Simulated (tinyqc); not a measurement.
From results back to parameters: band edges of strained Si(1-x)Ge(x) on relaxed Si(1-y)Ge(y). Two cases, with inputs chosen for the exercise.

Problem. A layer on a (001) buffer has its Delta valleys split into the four in the plane and the two along z: E(Delta4) - E(Delta2) = XuD (e_par - e_perp), e_perp = -2 (C12/C11) e_par, e_par = (a(y) - a(x))/a(x). The splitting is given; find the strain and the Ge fraction y of the buffer.

Values are linear in the Ge fraction but for ED(x) = linear - CD x (1 - x) and a(x) = linear - Ca x (1 - x). Energies are on the common scale of Ev.

Find: e_par; a(y); y.

Method. e_par = splitting/(XuD (1 + 2 C12/C11)) with the values at x; a(y) = a(x)(1 + e_par); a(y) rises steadily with y, so one root lies in the range.

Case 1.

Values chosen (end members near Si and Ge, in this order; not measured data): a = (5.431, 5.651) angstrom (lattice constant); Ca = 0.026 angstrom (bowing of the lattice constant); XuD = (9.19, 9.26) eV (uniaxial potential, Delta); C11 = (166.6, 127) GPa; C12 = (64.1, 49) GPa; x = 1 (Ge fraction of the layer).

E(Delta4) - E(Delta2) = -0.207457 eV

Solution.

e_par = -0.01265
a(y) = 5.5795 angstrom
y = 0.700

Case 2.

Values chosen (end members near Si and Ge, in this order; not measured data): a = (5.428, 5.666) angstrom (lattice constant); Ca = 0 angstrom (bowing of the lattice constant); XuD = (8.89, 9.62) eV (uniaxial potential, Delta); C11 = (168.3, 130.1) GPa; C12 = (63.3, 47.7) GPa; x = 0.23 (Ge fraction of the layer).

E(Delta4) - E(Delta2) = -0.158141 eV

Solution.

e_par = -0.00998
a(y) = 5.4280 angstrom
y = 0

Computed by tinyqc, one run a case: `OMP_NUM_THREADS=1 python tinyqc.py N N+1 out.jsonl` with N = 1080909, 1080957; one thread of a shared Intel(R) Xeon(R) Processor @ 2.30GHz, about 0.02 s a run at most.
